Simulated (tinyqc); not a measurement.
# Single-photon avalanche diode, trigger probability and counting: what changes with what

A multiplication layer of width W with the uniform field V/W; alpha = an exp(-bn/E) for electrons, beta = ap exp(-bp/E) for holes (local model, no dead space). a = alpha W, b = beta W. Electrons enter at x = 0, holes at x = W. P0 is the probability that an electron entering at 0 starts a lasting avalanche, PW the same for a hole entering at W.

Values chosen for this exercise; ionisation coefficients close to those of indium phosphide: electron prefactor an = 1.12e7 1/cm; electron field bn = 3.16 MV/cm; hole prefactor ap = 4.8e6 1/cm; hole field bp = 2.49 MV/cm; width of the multiplication layer W = 0.8 um; probability that a photon makes a pair that enters the layer eta = 0.74; thermal generation rate in the layer Gd = 930 1/s; dead time td = 10 ns; diode capacitance Cd = 17 fF; quench resistance Rq = 200 kohm; trapping probability per avalanche carrier pa = 3.6e-8; trap release time tt = 7.2 ns; photon rate nph = 2.7e5 1/s.

Constants: q = 1.602176634e-19 C. Results are converted to the units shown.

Each table varies one quantity; the others keep the values above.

## Effect of the excess bias

Breakdown: ln(a/b) = a - b with a not equal to b. Above it PW/(1 - PW) = [P0/(1 - P0)] exp(b - a) and b ln(1 - P0) = a ln(1 - PW); the mean over pairs made evenly in the layer is Pm = ln[(1 - PW)/(1 - P0)]/(a - b). PDP = eta P0; dark counts Gd Pm; avalanche charge Cd Vx/q; afterpulse probability pa (Cd Vx/q) exp(-td/tt) Pm; true rate n = nph PDP + dark counts; measured n/(1 + n td) (non-paralysable) or n exp(-n td) (paralysable); recharge time Rq Cd.

Effect of the excess bias:
```
Vx (V)	Vx/VB (%)	P0	PW	Pm	PDP	dark counts (1/s)	afterpulse (%)
0.35	0.9900	0.08470	0.1565	0.1174	0.06267	109.2	0.003915
0.56	1.584	0.1327	0.2376	0.1812	0.09816	168.5	0.009665
0.89	2.518	0.2039	0.3487	0.2723	0.1509	253.2	0.02308
1.4	3.960	0.3046	0.4879	0.3938	0.2254	366.2	0.05251
2.2	6.223	0.4416	0.6468	0.5455	0.3268	507.3	0.1143
3.5	9.900	0.6170	0.8049	0.7173	0.4566	667.1	0.2391
5.6	15.84	0.8040	0.9246	0.8724	0.5950	811.3	0.4653
8.9	25.18	0.9429	0.9838	0.9674	0.6978	899.7	0.8200
14	39.60	0.9951	0.9988	0.9974	0.7364	927.6	1.330
```

Read the table: what changes, and by how much?

VB is 35.35 V. P0 rises from 0.0847 to 0.995 and PW rises from 0.157 to 0.999; P0 goes as Vx^(0.95) at the start and Vx^(0.12) at the end. Holes trigger better in every row. The afterpulse probability keeps growing, as Vx^(1.07) at the end, because the avalanche charge grows with Vx. For Vx = 8.9, 14 the excess bias passes a quarter of VB, where tunnelling adds dark counts that are left out here.

## Effect of the width of the multiplication layer

Same model as above.

The excess bias is 10 % of VB in every row.

Results:
```
W (um)	VB (V)	E at VB (MV/cm)	beta/alpha at VB	P0	PW
0.15	9.0096	0.60064	1.3076	0.57124	0.63232
0.41	20.261	0.49418	1.6628	0.60562	0.74531
0.67	30.463	0.45467	1.8707	0.61746	0.79241
1.1	46.272	0.42065	2.1074	0.62667	0.83413
1.8	70.467	0.39148	2.3730	0.63341	0.86973
3	109.55	0.36516	2.6846	0.63815	0.90071
5	171.05	0.34210	3.0380	0.64085	0.92599
```

Estimate the missing row, W = 0.25 um.

Computed row:
```
W (um)	VB (V)	E at VB (MV/cm)	beta/alpha at VB	P0	PW
0.25	13.536	0.54145	1.4772	0.59057	0.69233
```

With this row back in the table: As W grows, VB rises from 9.01 to 171 V, as W^(0.84) on average, the breakdown field falls from 0.601 to 0.342 MV/cm and beta/alpha rises from 1.31 to 3.04. At equal relative excess P0 rises from 0.571 to 0.641 and PW rises from 0.632 to 0.926. For W = 0.15, 0.25 dead space and band-to-band tunnelling, left out here, matter.

Program tinyqc, `OMP_NUM_THREADS=1 python tinyqc.py 2630120 2630121 out.jsonl`; Intel Xeon 2.30GHz, shared host, one thread, about 0.01 s.
